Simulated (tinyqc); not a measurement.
Competing polymorphs of an oxide film: bulk, surface, grain-boundary, dopant and field terms: one step, computed by the program tinyqc.

Phases: monoclinic m (reference), polar orthorhombic o, tetragonal t. Free energies per formula unit (f.u.); 1 J/m^2 x angstrom^3/nm = 6.241509 meV.

Task: Phase shares in a spread of grain sizes. With G = b + gamma Omega A (b the bulk free energy per formula unit, A the area per volume), two phases i, j cross at A_ij = (b_j - b_i)/(Omega (gamma_i - gamma_j)); o has a window only if A_mo < A_ot. Grain radii are log-normal by volume with median R and width sigma; the share with A above A* is that with radius below R*, R* = f_b/(A* - 2/h) (all grains if A* <= 2/h), share = (1/2) erfc[-ln(R*/R)/(sqrt 2 sigma)]. Effective permittivity of a layer of thickness h built of such grains, taken in parallel: sum of share x eps; EOT = interlayer + 3.9 h/eps.

Inputs (values chosen for the exercise, for a model oxide):

| quantity | value | unit |
|---|---|---|
| surface energy of m | 3.39 | J/m^2 |
| surface energy of o | 2.98 | J/m^2 |
| surface energy of t | 2.8 | J/m^2 |
| grain-boundary energy over surface energy | 0.56 | - |
| volume per formula unit Omega | 32.7 | angstrom^3 |
| film thickness h | 9.5 | nm |
| temperature T | 900 | K |
| interlayer thickness (SiO2) | 0.51 | nm |

Geometry: columnar grains in a film.

permittivities of m, o, t: 19  27  39

b (meV/f.u.): m 0.00, o 4.53, t -3.60

Give: volume shares; share of o; effective permittivity; equivalent oxide thickness.

Result:

volume shares: m 0, o 0, t 1

share of o = 0

effective permittivity = 39

equivalent oxide thickness = 1.46 nm

One phase holds nearly all the volume.
